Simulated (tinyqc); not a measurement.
Transfer curve: field-effect mobility of a thin-film transistor with band-tail and deep states (multiple trapping). Computed by tinyqc, a small Python program. Command: `OMP_NUM_THREADS=1 python tinyqc.py 3030428 3030429 out.jsonl tft walk`. One thread of a shared host (Intel(R) Xeon(R) Processor @ 2.30GHz), about 0.04 s of CPU time with the checks.

A thick film in accumulation at small drain voltage. Only free electrons move; trapped ones still screen the gate. N_c and mu_0 are held fixed when T changes, leaving out the T^(3/2) growth of N_c. x = E_0 - psi is the distance of the Fermi level below the band edge.

Inputs (values chosen for the exercise, modelled on amorphous In2O3):
```
quantity,value,unit
permittivity eps,9,-
effective density of states N_c,4.1e+18,1/cm^3
band mobility mu_0,68,cm^2/(V s)
tail density at the edge g_t,5.2e+19,1/(eV cm^3)
tail width E_t,33,meV
deep-state density g_d,3.1e+16,1/(eV cm^3)
"flat-band Fermi level below the edge, E_0",0.68,eV
equivalent oxide thickness t,96,nm
temperature T,300,K
```

Deep states: included.

Constants: k_B = 8.617333262e-05 eV/K; e = 1.602176634e-19 C; eps_0 = 8.8541878128e-12 F/m.

Method:
- F_j(eta) = int_0^infinity x^j/(1 + exp(x - eta)) dx, without a gamma-function factor.
- Integrals over x = E/(k_B T) use 160 Gauss-Legendre points in u = sqrt(x) from 0 to sqrt(max(eta, 0) + 32).
- Free n(x) = N_c (2/sqrt(pi)) F_1/2(-x/k_B T), with F_1/2 from its two-term series in exp(-x/k_B T) for x >= 12 k_B T; tail n_t(x) = int_0^1.2eV g_t exp(-E/E_t)/(1 + exp((x - E)/k_B T)) dE, E counted down from the edge, 120 Gauss-Legendre points; deep charge g_d psi; space charge rho(psi) = n + n_t + g_d psi less its value at psi = 0.
- Poisson: F(psi) = sqrt((2 e/(eps eps_0)) int_0^psi rho dpsi'); V_G - V_FB = psi_s + eps F(psi_s) t/3.9; free sheet density N_f = int (n - n(E_0))/F dpsi; induced sheet density N_i = eps eps_0 F(psi_s)/e; trapezoid rule on 301 even points in psi, the first interval left out of N_f.
- mu_eff = mu_0 N_f/N_i; field-effect mobility mu_FE = mu_0 e (dN_f/dV_G)/C_ox and swing S = dV_G/dlog10(N_f), by a central difference of +/- 2 mV in psi_s; C_ox = 3.9 eps_0/t.

Against the band bending:
```
psi_s (V),V_G - V_FB (V),N_f (1/cm^2),mu_eff (cm^2/(V s)),mu_FE (cm^2/(V s)),S (mV/decade)
0.24,0.660,2.5960e+05,1.8728e-04,9.6732e-04,187
0.34,0.936,8.3620e+06,4.2504e-03,3.2261e-02,181
0.42,1.165,1.4555e+08,5.9138e-02,5.1964e-01,196
0.49,1.420,1.7771e+09,5.7851e-01,4.0331e+00,308
0.54,1.754,9.9659e+09,2.4874e+00,1.0665e+01,652
0.60,2.718,6.5465e+10,9.3633e+00,2.3098e+01,1977
0.65,4.582,2.5731e+11,1.9818e+01,3.8094e+01,4712
0.69,7.291,6.6049e+11,3.0308e+01,5.0664e+01,9093
0.75,13.941,1.9163e+12,4.4003e+01,6.1124e+01,21863
```

What follows from these numbers?

The steepest swing among the rows is 181 mV/decade, close to the estimate for deep states alone, ln(10)(k_B T/e)(1 + sqrt(e eps eps_0 g_d)/C_ox) = 164. mu_eff climbs from 1.9e-4 to 44, 65 % of mu_0 in the last row. Between rows 6 and 7 N_f scales as (V_G - V_FB - psi_s)^2.21; an exponential tail holding all the charge would give the larger of 1 and 2 E_t/k_B T - 1, here 1.55, and free charge alone 1; charge in deep states makes the exponent larger and lets it vary with V_G.
